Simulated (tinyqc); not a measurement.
## Pull-up strength from the switching point

Problem. Transistor (EKV form, voltages against the body): I = 2 n b Vt^2 [F(vp - Vs) - F(vp - Vd)] from drain to source, F(v) = ln^2(1 + exp(v/(2 Vt))), vp = (Vg - VT + sg |Vd - Vs|)/n. n-channel bodies are at 0; for the p-channel device all voltages are counted down from Vdd. b in uA/V^2 gives I in uA. In an inverter In(Vg = Vd = VM) equals Ip at the switching point VM. Find bp and the current there.

Values chosen for this exercise:
- T = 250 K (temperature)
- Vdd = 0.7 V (supply voltage)
- n = 1.18 (slope factor)
- sg = 0.033 (drain-induced barrier lowering)
- VTn = 0.27 V (n-channel threshold)
- VTp = 0.38 V (p-channel threshold (magnitude))
- bn = 380 uA/V^2 (gain factor of the pull-down transistor)

Constants: q = 1.602176634e-19 C, kB = 1.380649e-23 J/K, Vt = kB T/q. Results are converted to the units shown.

VM = 0.296757090 V

Solution. Ip is proportional to bp, so bp is In(VM) over the p-channel current for unit b.

bp = 380 uA/V^2
current at VM = 0.518 uA

Program tinyqc, `OMP_NUM_THREADS=1 python tinyqc.py 2340143 2340144 out.jsonl`; Intel Xeon 2.30GHz, shared host, one thread, about 0.06 s.
